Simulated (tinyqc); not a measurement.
Biaxially strained (001) channel, valley splitting in an inversion layer: one step of the calculation.

A thin layer grown on a relaxed buffer is stretched in the plane. The two valleys with their long axis along the growth direction (D2) sink against the four in-plane ones (D4); confinement in a triangular well splits them too. Only the lowest subband of each set is kept; one relaxation time, so the weakening of intervalley scattering is left out.

Problem. Share of the light valleys and conductivity mass. EF solves Ns = N2 ln(1 + exp((EF - E2)/Vt)) + N4 ln(1 + exp((EF - E4)/Vt)); f2 is the share in D2, and 1/mc = f2/mt + (1 - f2)(1/mt + 1/ml)/2.

Parameters, values chosen for the exercise; values close to those of silicon on relaxed silicon-germanium:
```
symbol   value   unit            meaning
T          273      K        temperature
ml       0.906     m0  longitudinal mass
mt       0.187     m0    transverse mass
Ns      1.8e12  cm^-2  inversion density
```

Constants: q = 1.602176634e-19 C, kB = 1.380649e-23 J/K, Vt = kB T/q. Results are converted to the units shown.

EF = 0.14761444 eV
E2 = 0.15841470 eV
N2 = 3.6753976e12 cm^-2

Find: f2; mc.

Solution.

f2 = 0.99995
mc = 0.18700 m0

tinyqc, about 0.02 s, one thread, Intel Xeon 2.30GHz (shared host): `OMP_NUM_THREADS=1 python tinyqc.py 2530172 2530173 out.jsonl`
